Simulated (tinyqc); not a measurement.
Two-band massive Dirac model of the K valleys: sweeps and comparisons. A value that a table varies takes the place of the one given here.

Basis (conduction, valence): H = [[D/2, a t (tau kx - i ky)], [a t (tau kx + i ky), -D/2 + lam tau sz]], valley tau = +/-1, spin sz = +/-1. The gap of a spin and valley is G = D - lam tau sz. Berry curvature Omega = curl of i<u|grad u>; for the conduction band Omega_c = -tau 2 a^2 t^2 G/(G^2 + 4 a^2 t^2 k^2)^(3/2), and Omega_v = -Omega_c.

Constants: hbar^2/2m0 = 3.80998211 eV angstrom^2.

Values chosen for the exercise (near those used for monolayer WSe2; not measured data):
```
symbol  value  unit      meaning
a       3.309  angstrom  lattice constant
D       1.68   eV        gap parameter
t       1.17   eV        effective hopping
lam     0.22   eV        half the valence spin splitting
```

## Away from the valley

Flavour tau = +1, sz = +1. Parabolic transition energy G + 2 a^2 t^2 k^2/G; degree of circular polarisation eta = 2 cos(theta)/(1 + cos^2(theta)). The last column is the Berry flux of the conduction band inside |k|, over 2 pi: -(1 - cos(theta))/2, cos(theta) = G/(transition energy).

Along |k|:
```
|k| (1/angstrom)  transition (eV)  parabolic (eV)  Omega_c (angstrom^2)     eta  flux/2 pi
0.000                      1.4600          1.4600               -14.063  1.0000     0.0000
0.025                      1.4728          1.4728               -13.701  1.0000    -0.0043
0.050                      1.5105          1.5113               -12.701  0.9994    -0.0167
0.075                      1.5713          1.5755               -11.283  0.9973    -0.0354
0.100                      1.6526          1.6653                -9.697  0.9924    -0.0583
0.150                      1.8656          1.9220                -6.740  0.9707    -0.1087
0.200                      2.1283          2.2813                -4.540  0.9329    -0.1570
0.300                      2.7436          3.3079                -2.119  0.8294    -0.2339
```

The curvature halves at |k| = 0.145 1/angstrom, where 2 a t k = 0.766 G. At 0.3 the parabola is 564 meV too high, eta has fallen only to 0.829, and the flux has reached -0.234 of the -1/2 that a whole cone holds. The real bands leave this model beyond about 0.1 to 0.2 1/angstrom, where trigonal warping and other bands enter.

## Hole doping of the spin-split valence bands

The Fermi level lies E below the top of the valence band. kF for the upper and lower band of valley +1 from the two-band energy; each flavour holds kF^2/(4 pi) holes per area and both valleys count. Spin polarisation within one valley; Berry flux removed from valley +1, the sum of (1 - cos(theta_F))/2 with cos(theta_F) = G/sqrt(G^2 + 4 a^2 t^2 kF^2), in units of 2 pi.

Holes:
```
E (meV)  kF upper (1/angstrom)  kF lower  p (1e12/cm^2)  spin polarisation in a valley  flux/2 pi
55.0                    0.0746    0.0000           8.85                          1.000     0.0350
110.0                   0.1073    0.0000          18.34                          1.000     0.0655
220.0                   0.1570    0.0000          39.25                          1.000     0.1158
330.0                   0.1985    0.0000          62.72                          1.000     0.1557
418.0                   0.2289    0.0000          83.35                          1.000     0.1821
484.0                   0.2505    0.0755         108.99                          0.833     0.2215
660.0                   0.3055    0.1764         198.09                          0.500     0.3314
880.0                   0.3707    0.2621         327.98                          0.333     0.4316
```

Up to E = 2 lam = 440 meV, a density of 88.8e12/cm^2, only the upper band of this model is emptied and each valley is fully spin-polarised, oppositely in the two. Beyond it the polarisation falls, to 0.33 in the last row. The flux, times e^2/h, is in size the change of the Hall conductivity of one valley; the other valley cancels it in the charge current. Rows with kF above about 0.2 1/angstrom lie beyond the range of the model, and in real layers the valley at Gamma, close below in MoS2 and WS2, can take holes as well.

## What each parameter does

Flavour tau = sz = +1 at k = 0: gap G, mass c G/(a t)^2 with c = hbar^2/2m0, Omega_c, and the B - A splitting 2 lam. Each row changes one parameter from the base and keeps the others.

Results:
```
case                 G (eV)  mass (m0)  Omega_c (angstrom^2)  B - A (eV)
base                 1.4600     0.3711               -14.063      0.4400
a = 3.3752 angstrom  1.4600     0.3567               -14.632      0.4400
D = 1.512 eV         1.2920     0.3284               -17.959      0.4400
t = 1.053 eV         1.4600     0.4582               -11.391      0.4400
lam = 0.33 eV        1.3500     0.3432               -16.449      0.6600
```

The largest shifts from the base row, up to three for each result and ties (the steps differ in size, so this ranks the rows, not the parameters). G (eV): D -0.1680, lam -0.1100; unchanged at the printed digits by a and t. mass (m0): t +0.0871, D -0.0427, lam -0.0280. Omega_c (angstrom^2): D -3.895, t +2.672, lam -2.385. B - A (eV): lam +0.2200; unchanged at the printed digits by a, D and t. The mass goes as G/(a t)^2 and the curvature as (a t)^2/G^2, so their product is -2c/G.

Program tinyqc; command `OMP_NUM_THREADS=1 python tinyqc.py 1452681 1452682 out.jsonl`; about 0.01 s on one thread of a shared Intel(R) Xeon(R) Processor @ 2.30GHz.
